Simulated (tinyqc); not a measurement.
Implant damage, amorphisation by cascade overlap, and solid-phase epitaxial regrowth: one step, computed by the program tinyqc.

Range and width of the damage are inputs. Dynamic annealing enters only through the surviving share f.

Task: Isothermal regrowth. v = v0 x orientation factor x exp(-E_a/(k_B T)) x [1 + (enhancement - 1) exp(-(z - R_d)^2/(2 s_d^2))], T = anneal temperature + 273.15 K; the dopant is taken to follow the damage profile; the lower front moves from the lower edge z2 to the surface, or to the middle (z1 + z2)/2 of a buried layer with upper edge z1; time = int dz/v; the equivalent undoped distance is that time times the undoped velocity.

Inputs (values chosen for the exercise, modelled on indium ions in silicon):
```
quantity,value,unit
depth of the damage peak R_d,24,nm
width of the damage profile s_d,14,nm
regrowth prefactor v0,6.2e+15,nm/s
regrowth energy E_a,2.68,eV
anneal temperature,534,C
rate relative to (100),1,-
peak enhancement by the dopant,5.4,-
```

lower edge = 58.93369 nm

upper edge = 0 nm

Constants: k_B = 8.617333262e-05 eV/K.

Give: undoped velocity; distance to regrow; time without enhancement; equivalent undoped distance; time with enhancement.

Result:

undoped velocity = 0.11447 nm/s

distance to regrow = 58.934 nm

time without enhancement = 514.84 s

equivalent undoped distance = 20.722 nm

time with enhancement = 181.03 s

The rate doubles for each 15 K or so near this temperature.
